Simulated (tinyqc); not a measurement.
From results back to parameters: density of states of one tight-binding band on the square lattice. Three cases, with inputs chosen for the exercise.

Problem. For E(k) = -2 t (c1 + c2) - 4 t2 c1 c2, ci = cos(2 pi ki), with |t2| < t/2 the band has its bottom at Gamma, its top at M = (1/2, 1/2) and its logarithmic peak at X = (1/2, 0). Only differences are known.

Case 1.

peak above the bottom = 2.4400 eV
top above the peak = 2.4400 eV

Case 2.

peak above the bottom = 10.2400 eV
top above the peak = 7.2000 eV

Case 3.

peak above the bottom = 1.6400 eV
top above the peak = 1.1600 eV

Find: t; t2.

Solution. E(Gamma) = -4t - 4 t2, E(X) = 4 t2, E(M) = 4t - 4 t2: the sum of the two differences is 8 t, their difference 16 t2.

Case 1.

t = 0.610 eV
t2 = 0.000 eV

Case 2.

t = 2.180 eV
t2 = 0.190 eV

Case 3.

t = 0.350 eV
t2 = 0.030 eV

Computed by tinyqc, one run a case: `OMP_NUM_THREADS=1 python tinyqc.py N N+1 out.jsonl` with N = 1650155, 1650324, 1650829; one thread of a shared Intel(R) Xeon(R) Processor @ 2.30GHz, about 0.1 s a run at most.
